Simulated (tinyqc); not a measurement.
# Floating body of a partially depleted SOI transistor: body voltage and kink: effects of single changes

Source at 0 V. Channel current Ic = 2 nf K Vt^2 [F(0) - F(Vd)](1 + la Vd), F(V) = ln^2(1 + exp((Vg - VT - nf V)/(2 nf Vt))), VT = VT0 - gb Vb. Saturation voltage Vs = 2 Vt sqrt(F(0)) + 3 Vt, excess Ve = (Vd - Vs + sqrt((Vd - Vs)^2 + 0.0004 V^2))/2, multiplication M1 = Ai Ve exp(-Bl/Ve). Each junction passes D(v) = J1 (exp(v/Vt) - 1) + J2 (exp(v/(2 Vt)) - 1). Bipolar current Ib = bb J1 (exp(Vb/Vt) - 1). The body settles where M1 (Ic + Ib) = D(Vb) + D(Vb - Vd) + Vb/Rb; drain current Id = (1 + M1)(Ic + Ib) - D(Vb - Vd).

Values chosen for this exercise; values of the order met in partially depleted silicon-on-insulator transistors:
```
symbol,value,unit,meaning
T,398,K,temperature
VT0,0.47,V,threshold at zero body voltage
gb,0.13,,fall of the threshold per volt of body voltage
nf,1.49,,slope factor
K,550,uA/(V^2 um),gain factor per width
la,0.08,1/V,channel-length modulation factor
Ai,1.96,1/V,impact-ionisation prefactor
Bl,7.9,V,impact-ionisation voltage
J1,3.4e-10,uA/um,diffusion saturation current of each junction
J2,8.2e-7,uA/um,recombination saturation current of each junction
bb,0.5,,gain of the lateral bipolar transistor on the diffusion current
Rb,1000,kohm um,"resistance of a weak body tie to the source (1e9 stands for no tie, and the term is then dropped)"
Vg,1,V,gate voltage
Vd,1.6,V,drain voltage
```

Constants: q = 1.602176634e-19 C, kB = 1.380649e-23 J/K, Vt = kB T/q. Results are converted to the units shown.

Each table varies one quantity; the others keep the values above.

## Output curve and kink

Rows with more than one solution for Vb (latch) are left out; dId/dVd by a forward difference over 1e-4 V, swing = 1e-4 V over the change of log10 Id; M1 under 1e-12 is printed as 0.

Results:

| Vd (V) | Vb (V) | M1 | Id, floating (uA/um) | Id, grounded (uA/um) | ratio | dId/dVd, floating (uS/um) | dId/dVd, grounded (uS/um) |
|---|---|---|---|---|---|---|---|
| 1 | 2.806e-5 | 4.855e-7 | 56.11 | 56.11 | 1.000 | 4.179 | 4.157 |
| 1.16 | 9.976e-4 | 1.755e-5 | 56.81 | 56.78 | 1.000 | 4.661 | 4.174 |
| 1.32 | 0.01000 | 1.733e-4 | 57.73 | 57.45 | 1.005 | 7.621 | 4.276 |
| 1.64 | 0.1668 | 0.002620 | 63.81 | 58.94 | 1.083 | 38.50 | 5.271 |
| 1.8 | 0.4325 | 0.005961 | 73.08 | 59.87 | 1.221 | 82.05 | 6.407 |

Estimate the missing row, Vd = 1.48 V.

Computed row:

| Vd (V) | Vb (V) | M1 | Id, floating (uA/um) | Id, grounded (uA/um) | ratio | dId/dVd, floating (uS/um) | dId/dVd, grounded (uS/um) |
|---|---|---|---|---|---|---|---|
| 1.48 | 0.05011 | 8.417e-4 | 59.59 | 58.16 | 1.025 | 17.02 | 4.595 |

With this row back in the table: Vb rises from 2.81e-5 to 0.432 V and the ratio of the currents rises from 1.00 to 1.22. The output conductance with a floating body exceeds the grounded value by the largest factor among the rows, 12.8, at Vd = 1.8 V, where Vb = 0.432 V and M1 = 0.00596.

## Transfer curve and swing

Same model as above.

Transfer curve and swing:

| Vg (V) | Vb (V) | M1 | Id, floating (uA/um) | Id, grounded (uA/um) | ratio | swing, floating (mV/decade) | swing, grounded (mV/decade) |
|---|---|---|---|---|---|---|---|
| 0.02 | 5.631e-6 | 0.01494 | 3.276e-4 | 3.276e-4 | 1.000 | 118.7 | 118.7 |
| 0.12 | 3.400e-5 | 0.01486 | 0.002268 | 0.002267 | 1.000 | 119.6 | 119.6 |
| 0.22 | 2.207e-4 | 0.01464 | 0.01524 | 0.01523 | 1.001 | 122.6 | 122.7 |
| 0.32 | 0.001325 | 0.01412 | 0.09515 | 0.09486 | 1.003 | 130.0 | 130.4 |
| 0.42 | 0.006560 | 0.01302 | 0.5104 | 0.5037 | 1.013 | 146.6 | 148.2 |
| 0.52 | 0.02359 | 0.01115 | 2.138 | 2.058 | 1.039 | 179.4 | 184.0 |
| 0.62 | 0.05727 | 0.008753 | 6.601 | 6.156 | 1.072 | 236.3 | 243.2 |
| 0.72 | 0.09677 | 0.006371 | 15.29 | 14.00 | 1.092 | 320.8 | 324.4 |
| 0.82 | 0.1247 | 0.004398 | 28.47 | 26.10 | 1.091 | 427.8 | 421.4 |

Vb rises from 5.63e-6 to 0.125 V. The smallest swing among the rows is 119 mV a decade with a floating body (at Vg = 0.02 V) and 119 with a grounded one; Vt ln 10 = 79.0. In the first row the floating body raises the current by a factor of 1.00.

Range of the model: The multiplication law is an empirical form chosen for the exercise; self-heating and capacitive coupling to the body are left out, and the linear laws are rough once Vb passes about 0.7 V or M1 about 0.1.

Computed by the program tinyqc: `OMP_NUM_THREADS=1 python tinyqc.py 2182025 2182026 out.jsonl`, one thread of a shared Intel Xeon 2.30GHz, about 0.2 s for the whole run.
